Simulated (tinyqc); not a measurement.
## Composition from the perpendicular lattice constant

Question. The layer is x parts of the first compound and 1 - x of the second, grown coherently on the second as substrate and barrier. Rows of the table: lattice constant a, average valence level Ea on an absolute scale, spin-orbit splitting so, gaps at Gamma, X and L, hydrostatic deformation potentials av and ac (Gamma), shear potential b, elastic constants, electron and heavy-hole (along z) masses. All are interpolated linearly in x; gaps get -C x (1 - x), taken wholly in the conduction band; real line-ups can differ from this model by 0.1 eV or more. In-plane strain e = (a_substrate - a)/a, e_z = -2 (c12/c11) e, volume change 2 e + e_z. X-ray diffraction gives a_z = a (1 + e_z) of the coherent layer. Find x, e and the relaxed Gamma gap.

Inputs (values chosen for the exercise):
- CG = 0.477 eV (bowing of the Gamma gap)
- CX = 1.4 eV (bowing of the X gap)
- CL = 0.33 eV (bowing of the L gap)

Binary compounds, values chosen for the exercise:
```
              close to InAs  close to GaAs
a (angstrom)          6.058          5.653
Ea (eV)               -6.67          -6.92
so (eV)               0.382          0.337
EG (eV)               0.358           1.41
EX (eV)                1.39           1.89
EL (eV)                1.07           1.69
av (eV)                   1           1.16
ac (eV)               -5.14          -7.26
b (eV)                -1.77          -1.72
c11 (GPa)              82.1            120
c12 (GPa)              45.2           53.8
me (m0)               0.023         0.0664
mh (m0)               0.331          0.349
```

lattice constant along the growth direction = 5.73820657 angstrom

Answer. a_z changes steadily with x, about (1 + 2 c12/c11) times as fast as the relaxed lattice constant, so one composition matches.

x = 0.110
e = -0.782 %
relaxed Gamma gap = 1.25 eV

Computed by the program tinyqc: `OMP_NUM_THREADS=1 python tinyqc.py 2690172 2690173 out.jsonl`, one thread of a shared Intel Xeon 2.30GHz, about 0.01 s for the whole run.
